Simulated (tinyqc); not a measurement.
Decay across the direct gap: complex band structure along [001] in sp3s* tight binding.

For k = (0, 0, kz) the phase sums are g0 = cos(phi) and g3 = i sin(phi), phi = kz a/4, and the s, pz, s* orbitals of anion (a) and cation (c) decouple from px, py. With z = exp(i phi), H(z) = H0 + z T + T^T/z for any complex z. H0 is diagonal (Esa, Epa, Exa, Esc, Epc, Exc). The anion-cation block is B(z) = z U + W/z and the cation-anion block z W^T + U^T/z, where U has Vss/2 (s,s), Vsapc/2 (s,z), -Vscpa/2 (z,s), Vxx/2 (z,z), Vxapc/2 (s*,z), -Vpaxc/2 (z,s*), and W has the same values with the s-z and s*-z signs reversed. |z| = 1 is a band state, |z| < 1 decays along [001] as exp(-kappa d) over a distance d, kappa = -(4/a) ln|z|. No spin-orbit coupling.

Constants: hbar^2/2m0 = 3.80998211 eV angstrom^2.

Parameters, chosen for this exercise (out of a larger set: near a published set for GaSb, fitted to gaps, whose masses and valley positions are rough (light masses up to twice too heavy); not measured data): p = (-7.39, 0.847, -3.935, 2.894, 6.603, 6.032, -6.094, 1.58, 4.104, 4.943, 4.692, 4.976, 4.213) eV (order Esa, Epa, Esc, Epc, Exa, Exc, Vss, Vxx, Vxy, Vsapc, Vscpa, Vxapc, Vpaxc); a = 6.1 angstrom (lattice constant).

Ev = -0.01204 eV
EG (direct gap) = 0.68366 eV

masses of this model, from the curvature at Gamma (m0): m_lh 0.04694, m_e 0.05588

kappa of the imaginary branch at Gamma against three formulas: parabolic from the valence edge, sqrt(m_lh E/c); parabolic from the conduction edge, sqrt(m_e (EG - E)/c); two-band (Franz), sqrt(m E (1 - E/EG)/c) with m = 2 m_lh m_e/(m_lh + m_e). E from Ev; c = hbar^2/2m0.

kappa (1/angstrom):
```
E/EG  E (eV)  tight binding  parabolic, valence  parabolic, conduction  two-band
0.05  0.0342         0.0201              0.0205                 0.0976    0.0209
0.15  0.1025         0.0331              0.0355                 0.0923    0.0342
0.25  0.1709         0.0405              0.0459                 0.0867    0.0414
0.35  0.2393         0.0449              0.0543                 0.0807    0.0456
0.50  0.3418         0.0477              0.0649                 0.0708    0.0478
0.65  0.4444         0.0461              0.0740                 0.0592    0.0456
0.75  0.5127         0.0422              0.0795                 0.0501    0.0414
0.85  0.5811         0.0352              0.0846                 0.0388    0.0342
0.95  0.6495         0.0217              0.0895                 0.0224    0.0209
```

The branch joins the light-hole and conduction bands and peaks, among these rows, at E/EG = 0.50 with kappa = 0.0477 1/angstrom. At mid-gap the parabola from the conduction edge is +49 % off and the two-band form +0.3 %; over 5 nm the parabola would misstate exp(-2 kappa d) by a factor 10.1.

Computed by tinyqc, a small Python program: `OMP_NUM_THREADS=1 python tinyqc.py 1451586 1451587 out.jsonl` (the numbers bound the seed that draws the inputs); one thread of a shared host (Intel(R) Xeon(R) Processor @ 2.30GHz), about 0.01 s for the whole set of steps.
